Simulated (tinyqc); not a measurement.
## Tail temperature from the power law

Inverse problem. When tail states hold most of the charge, the linear current goes as I = A (Vg - VT)^g with g = 2 Tt/T - 1. Find g, Tt and the tail width kB Tt.

Inputs (values chosen for the exercise): temperature T = 270 K.

Constants: q = 1.602176634e-19 C, kB = 1.380649e-23 J/K, Vt = kB T/q. Results are converted to the units shown.

I at Vg - VT = 14 and 21 V (nA): [1086.4921, 2798.3768]

Answer. g is the slope of ln I against ln(Vg - VT).

g = 2.333
Tt = 450.0 K
kB Tt = 38.78 meV

Numbers from tinyqc (`OMP_NUM_THREADS=1 python tinyqc.py 2610151 2610152 out.jsonl`; about 0.04 s on one thread of a shared Intel Xeon 2.30GHz).
